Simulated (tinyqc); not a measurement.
# Trap density from one capacitance

Problem. Traps spread evenly through the insulator exchange electrons with the semiconductor by tunnelling, with tau(x) = t0 exp(2 ka x) at depth x from the interface. The admittance per area Y seen at depth x obeys dY/dx = -Y^2/(i w eps0 eox) + q Nb ln(1 + i w tau)/tau, with Y(0) = i w Cs and w = 2 pi f; the gate sees Y(tox) = G + i w C. Working variable y = Y/(i w), in uF/cm^2. Cox = eps0 eox/tox. Find Nb and G/w.

Values chosen for this exercise: relative permittivity of the insulator eox = 3.8; insulator thickness tox = 6.2 nm; semiconductor capacitance in accumulation Cs = 0.85 uF/cm^2; decay constant of the wave function in the insulator ka = 6.5 1/nm; time constant of a trap at the interface t0 = 1e-8 s; frequency f = 100 Hz.

Constants: q = 1.602176634e-19 C, eps0 = 8.8541878128e-14 F/cm where lengths are in cm. Results are converted to the units shown.

C = 0.44936579 uF/cm^2

Answer. C rises steadily with Nb, so one density matches; in practice ka and t0 must come from the frequency dependence.

Nb = 6.50e19 cm^-3 eV^-1
G/w = 0.0119 uF/cm^2

tinyqc, about 0.5 s, one thread, Intel Xeon 2.30GHz (shared host): `OMP_NUM_THREADS=1 python tinyqc.py 2202061 2202062 out.jsonl`
